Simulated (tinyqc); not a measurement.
# Schottky diode by thermionic emission with image-force lowering and series resistance: soft saturation in reverse bias

Metal on an n-type semiconductor with one parabolic valley; V > 0 is forward bias (metal positive). I = I0 [exp(Vj/(n Vt)) - 1] with Vj = V - I Rs; I0 = S A* T^2 exp(-(phi - dphi)/Vt), the lowering dphi taken at zero bias.

A* = 4 pi q me m0 kB^2/h^3 (times 1e-4 for A/(cm^2 K^2)); Nc = 2 (2 pi me m0 kB T/h^2)^1.5 (times 1e-6 for cm^-3); xi = Vt ln(Nc/Nd), Vbi = phi - xi; surface field Em = sqrt(2 q Nd (Vbi - V - Vt)/(eps0 eps_r)); dphi = sqrt(q Em/(4 pi eps0 eps_r)). Here dphi follows the bias, J = -A* T^2 exp(-(phi - dphi(V))/Vt) [1 - exp(V/Vt)], without Rs.

Parameters, values chosen for the exercise; band and dielectric values close to those of 4H silicon carbide:
- T = 200 K (temperature)
- me = 0.376 m0 (electron mass)
- eps_r = 9.75 (relative permittivity)
- phi = 1.1 eV (barrier height seen from the metal)
- Nd = 2.4e15 cm^-3 (donor density)

Constants: q = 1.602176634e-19 C, kB = 1.380649e-23 J/K, h = 6.62607015e-34 J s, m0 = 9.1093837015e-31 kg, Vt = kB T/q, eps0 = 8.8541878128e-14 F/cm where lengths are in cm. Results are converted to the units shown.

Result of one run:
```
Em (kV/cm)  dphi (meV)  J (A/cm^2)
119.2            41.96  -3.942e-21
```

Which applied bias V gave this result: -1, -2, -4, -7 or -15 V?

V = -15 V.

The whole series:
```
V (V)  Em (kV/cm)  dphi (meV)  J (A/cm^2)
-0.2        32.13       21.78  -1.222e-21
-0.5        36.05       23.07  -1.317e-21
-1          41.78       24.84  -1.459e-21
-2          51.34       27.54  -1.707e-21
-4          66.47       31.33  -2.127e-21
-7          84.20       35.26  -2.672e-21
-10         98.81       38.20  -3.169e-21
-15         119.2       41.96  -3.942e-21
```

dphi rises from 21.8 to 42.0 meV, as the square root of the field, and |J| grows by a factor of 3.22: the reverse current does not saturate. Tunnelling and generation are left out.

Range of the model: One isotropic valley is assumed; bands with several valleys have a larger Richardson constant and Nc.

Numbers from tinyqc (`OMP_NUM_THREADS=1 python tinyqc.py 2640125 2640126 out.jsonl`; about 0.01 s on one thread of a shared Intel Xeon 2.30GHz).
